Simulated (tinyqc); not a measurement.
# Worked calculation: drifting, spreading and decaying minority pulse (Haynes-Shockley), Crank-Nicolson time steps

tinyqc, about 0.01 s, one thread, Intel Xeon 2.30GHz (shared host): `OMP_NUM_THREADS=1 python tinyqc.py 2310026 2310027 out.jsonl` Printed values are rounded.

Low injection in a uniform field: dn/dt = D d2n/dx2 - v dn/dx - n/tau with D = mu Vt and v = mu F towards +x. Exact solution on an infinite bar for a Gaussian start at x0: n = N0 exp(-t/tau) exp(-(x - x0 - v t)^2/(2 s^2))/sqrt(2 pi s^2), s^2 = s0^2 + 2 D t.

Parameters, values chosen for the exercise; mobility close to that of indium phosphide at room temperature:
```
symbol,value,unit,meaning
T,300,K,temperature
mu,203,cm^2/(V s),minority-carrier mobility
F,7,V/cm,sweep field along the drift
hx,71,um,mesh step
tau,0.00018,s,lifetime
N0,1e10,cm^-2,injected sheet density
dt,7.2e-6,s,time step
s0,91,um,initial width (standard deviation)
```

Constants: q = 1.602176634e-19 C, kB = 1.380649e-23 J/K, Vt = kB T/q. Results are converted to the units shown.

## Coefficients of the scheme

Exponentially fitted fluxes: d = F hx/Vt, B(d) = d/(exp(d) - 1), k = D dt/hx^2; (L n)_i = a n_(i-1) + b n_i + c n_(i+1) with a = k B(-d), c = k B(d), b = -a - c - dt/tau. Explicit steps keep n positive for dt up to 1/[(D/hx^2)(B(d) + B(-d)) + 1/tau].

D = 5.24796 cm^2/s
v = 1421 cm/s
d = 1.92248
a = 1.68785
b = -1.97469
c = 0.246837
positivity limit of dt = 3.64614e-6 s

dt is 2.0 times the explicit limit. On this mesh the fitted flux acts like a diffusion coefficient (d/2) coth(d/2) D = 1.29 D for a travelling pulse, before the error of the time steps.

## Initial pulse

Nodes x_i = i hx, i = 1 to 9, n = 0 at nodes 0 and 10; the Gaussian at t = 0 with x0 = 4 hx.

| node | n at t = 0 (1e11 cm^-3) |
|---|---|
| 1 | 0.28326 |
| 2 | 1.29754 |
| 3 | 3.23357 |
| 4 | 4.38398 |
| 5 | 3.23357 |
| 6 | 1.29754 |
| 7 | 0.28326 |
| 8 | 0.03364 |
| 9 | 0.00217 |

## Step 1: densities after a time step

(L n)_i = a n_(i-1) + b n_i + c n_(i+1), n = 0 beyond the ends. Crank-Nicolson step: solve n(new) - L n(new)/2 = n + L n/2.

| node | n at t = 1 dt (1e11 cm^-3) |
|---|---|
| 1 | 0.11029 |
| 2 | 0.44930 |
| 3 | 1.17717 |
| 4 | 2.29510 |
| 5 | 3.11343 |
| 6 | 2.83383 |
| 7 | 1.81520 |
| 8 | 0.91652 |
| 9 | 0.40350 |

## Step 2: densities after a time step

As before.

| node | n at t = 2 dt (1e11 cm^-3) |
|---|---|
| 1 | 0.03910 |
| 2 | 0.16895 |
| 3 | 0.47582 |
| 4 | 1.01849 |
| 5 | 1.74847 |
| 6 | 2.34345 |
| 7 | 2.38428 |
| 8 | 1.88833 |
| 9 | 1.19365 |

## Step 3: densities after a time step

As before.

| node | n at t = 3 dt (1e11 cm^-3) |
|---|---|
| 1 | 0.01481 |
| 2 | 0.06557 |
| 3 | 0.19403 |
| 4 | 0.45342 |
| 5 | 0.86794 |
| 6 | 1.38833 |
| 7 | 1.84028 |
| 8 | 1.98267 |
| 9 | 1.65142 |

## Course in time

The same steps, now on nodes 1 to 60 (n = 0 at nodes 0 and 61), for 24 steps; centre = sum x n/sum n. Deviations are from the exact pulse, as a share of its largest value on the nodes; a run counts as stable if they stay under 100 %.

Course of the iteration:

| step | hx sum n (cm^-2) | centre (um) | most negative n (cm^-3), 0 if none | largest deviation (% of the peak) |
|---|---|---|---|---|
| 1 | 9.54955e9 | 388.283 | 0 | 8.59 |
| 2 | 9.16222e9 | 491.253 | 0 | 9.64 |
| 3 | 8.79829e9 | 593.892 | 0 | 10.9 |
| 4 | 8.45149e9 | 696.380 | 0 | 10.4 |
| 5 | 8.11936e9 | 798.798 | 0 | 11.1 |
| 6 | 7.80067e9 | 901.182 | 0 | 10.9 |
| 7 | 7.49464e9 | 1003.55 | 0 | 11.1 |
| 8 | 7.20069e9 | 1105.91 | 0 | 11.1 |
| 9 | 6.91829e9 | 1208.27 | 0 | 11.1 |
| ... | ... | ... | ... | ... |
| 16 | 5.22851e9 | 1924.74 | 0 | 11.2 |
| 17 | 5.02346e9 | 2027.08 | 0 | 11.3 |
| 18 | 4.82642e9 | 2129.42 | 0 | 11.2 |
| 19 | 4.63705e9 | 2231.72 | 0 | 11.3 |
| 20 | 4.45497e9 | 2333.97 | 0 | 11.2 |
| 21 | 4.27976e9 | 2436.09 | 0 | 11.4 |
| 22 | 4.11087e9 | 2537.97 | 0 | 11.3 |
| 23 | 3.94760e9 | 2639.42 | 0 | 11.4 |
| 24 | 3.78901e9 | 2740.13 | 0 | 11.4 |

The run is stable. After 24 steps the deviation is 11 % of the peak. From step 1 to the last the centre has moved at 0.999 v and the content is 1.0 % below N0 exp(-t/tau). On an endless mesh these steps would give a speed of 1.00 v and a content of 1.00 times the exact one, from dt/tau = 0.0400 alone; the rest comes from the absorbing ends.
